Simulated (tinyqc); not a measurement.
Effective mass of the split-off band from tabulated energies: one step. Least squares over all points. The numbers come from values chosen for the exercise (band of an eight-band Kane model near InAs).

c = hbar^2/2m0.
Constants: hbar^2/2m0 = 3.80998211 eV angstrom^2.

Energies along [110], from the band edge downward:
```
k (1/angstrom)    E (meV)
0.0000000        0.000000
0.0046000        0.959300
0.0092000        3.869100
0.0138000        8.825400
0.0184000       15.987000
0.0230000       25.570100
0.0276000       37.836800
0.0322000       53.071600
0.0368000       71.544700
```

reference mass (curvature of the model at k = 0.0001 1/angstrom) = 0.0842784 m0

Question. Fit E = a k^2 (a = sum k^2 E/sum k^4), then E = a k^2 + b k^4 from the normal equations; E in eV; m = c/a.

Give: sums of k^4, k^6, k^8; sums of k^2 E, k^4 E; a, one term; a and b, two terms; m, one and two terms.

Answer.

sums of k^4, k^6, k^8: 3.9276e-06  4.2347e-09  4.9487e-12

sums of k^2 E, k^4 E: 0.00020171  2.1956e-07

a, one term = 51.356 eV angstrom^2

a and b, two terms: 45.49  5438

m, one and two terms (m0): 0.07419  0.08375

The parabola over all points errs by -12.0 % because the weights k^4 favour the outer points; the second term brings the error to -0.6 %.

Run: tinyqc, `OMP_NUM_THREADS=1 python tinyqc.py 1850758 1850759 out.jsonl`; Intel(R) Xeon(R) Processor @ 2.30GHz, one thread, shared host; about 0.01 s of CPU time with all checks.
